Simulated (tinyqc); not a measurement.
Memristor with linear dopant drift, Joglekar window: effect of the amplitude on the first half period.

A film of thickness D has a doped share x: R = Ron x + Roff (1 - x), i = v/R, dx/dt = k i F with k = mv Ron/D^2 and F = 1 - (2 x - 1)^(2 p). The drive is v = V0 sin(2 pi f t). The model has no threshold and no heating.

The equation is integrated to convergence over the first half period; the lobe area is the integral of i dv, down branch less up branch.

Values chosen for this exercise: resistance of the fully doped film Ron = 200 ohm; resistance of the undoped film Roff = 5000 ohm; film thickness D = 10 nm; dopant mobility mv = 6.5e-15 m^2/(V s); doped share at t = 0 x0 = 0.49; window exponent p = 2; frequency f = 7 Hz.

Effect of the amplitude on the first half period:
```
V0 (V)	x at half period	R0/R(half period)	peak i (uA)	lobe area (uW)
0.12	0.5175	1.052	46.47	0.09494
0.2	0.5366	1.092	78.86	0.4639
0.28	0.5565	1.137	112.5	1.348
0.36	0.5773	1.188	147.6	3.043
0.44	0.5990	1.246	184.4	5.927
0.52	0.6218	1.314	223.0	10.49
0.6	0.6458	1.393	263.9	17.36
```

As V0 goes from 0.12 to 0.6 V, x at half period rises from 0.517 to 0.646, the resistance ratio rises from 1.05 to 1.39 and the lobe area rises from 0.0949 to 17.4 uW.

Computed by the program tinyqc: `OMP_NUM_THREADS=1 python tinyqc.py 2880067 2880068 out.jsonl`, one thread of a shared Intel Xeon 2.30GHz, about 0.1 s for the whole run.
